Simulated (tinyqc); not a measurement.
Changing the silane pressure p_S: microkinetic model of low-temperature epitaxy from hydride gases: adsorption, hydrogen desorption and rate control. Computed by tinyqc, a small Python program. Command: `OMP_NUM_THREADS=1 python tinyqc.py 3022921 3022922 out.jsonl hepi sweep`. One thread of a shared host (Intel(R) Xeon(R) Processor @ 2.30GHz), about 0.04 s of CPU time with the checks.

Each hydride molecule needs two free sites and leaves four hydrogen atoms, of which two leave at once as H2; theta is the hydrogen coverage, the site density is 6.78 per nm^2 and one layer is 1.358 angstrom thick.

Inputs (values chosen for the exercise, close to those used for silane and germane on Si(001)):
```
quantity,value,unit
sticking prefactor of silane s0,0.16,-
adsorption barrier E_s,0.34,eV
desorption prefactor nu_d,3e+12,1/s
desorption energy on silicon E_d,2.08,eV
hydrogen carrier pressure p_H,18,Pa
sticking of hydrogen s_H,3.8e-07,-
temperature T,460,C
germane pressure p_G,0.0076,Pa
sticking ratio of germane to silane r_G,2.7,-
"lowering of E_d per unit germanium fraction, dE",0.39,eV
```

Film: silicon-germanium. Order of hydrogen desorption: first.

Constants: k_B = 8.617333262e-05 eV/K; u = 1.6605390666e-27 kg; k_B = 1.380649e-23 J/K.

Method:
- Flux per site F = p/(sqrt(2 pi M k_B T) x 6.78e18 per m^2), M = 32.12 u (silane), 76.63 u (germane), 2.016 u (hydrogen); s = s0 exp(-E_s/(k_B T)); k_S = s F_S, k_G = r_G s F_G; germanium fraction x = k_G/(k_S + k_G); k = k_S + k_G; k_H = s_H F_H; k_d = nu_d exp(-(E_d - dE x)/(k_B T)).
- Temperatures in kelvin are T(C) + 273.15.
- With k the hydride and k_H the hydrogen adsorption rate on free pairs and k_d the desorption rate, steady state: 2 (k + k_H)(1 - theta)^2 = k_d theta; growth rate R = k (1 - theta)^2 layers/s; 1 layer/s = 8.148 nm/min.
- With c = 2 (k + k_H)/k_d the free share is 1 - theta = 2/(1 + sqrt(1 + 4c)).
- X_i = d ln R/d ln k_i at fixed other constants. With f = 1 - theta and a = 2/f + 1/theta: d ln f/d ln k_d = 1/(a f), so X_d = 2/(a f), X_k = 1 - X_d k/(k + k_H), X_H = -X_d k_H/(k + k_H); they sum to 1.

One run for each value:
```
silane pressure p_S (Pa),growth rate G (nm/min),hydrogen coverage theta,X_d (desorption)
0.001,0.20090,0.03773,0.07272
0.003,0.21229,0.07354,0.13701
0.01,0.19965,0.24864,0.39826
0.03,0.12444,0.56493,0.72199
0.1,0.07554,0.79046,0.88297
0.3,0.06322,0.88473,0.93884
1,0.06031,0.93740,0.96769
3,0.06017,0.96374,0.98154
10,0.06055,0.98005,0.98992
30,0.06089,0.98844,0.99419
```

Over the rows, growth rate G (nm/min) lies between 0.0602 and 0.212 without a single trend; hydrogen coverage theta rises from 0.0377 to 0.988 (exponent d ln y / d ln x 0.61 between the first rows and 0.0078 between the last); X_d (desorption) rises from 0.0727 to 0.994 (exponent d ln y / d ln x 0.58 between the first rows and 0.0039 between the last). At the high end the exponent of growth rate G is 0.01, close to 0: hydrogen desorption limits. More silane also dilutes the germanium, which raises the desorption barrier, so G can fall.

Caution (rows 0.00100, 0.00300, 0.0100, 0.0300): layer thickness and site density of silicon are kept, and strain and surface segregation of germanium are ignored, which matters at this fraction.

Extremes, crossings and ranges named in words are read from the listed rows.
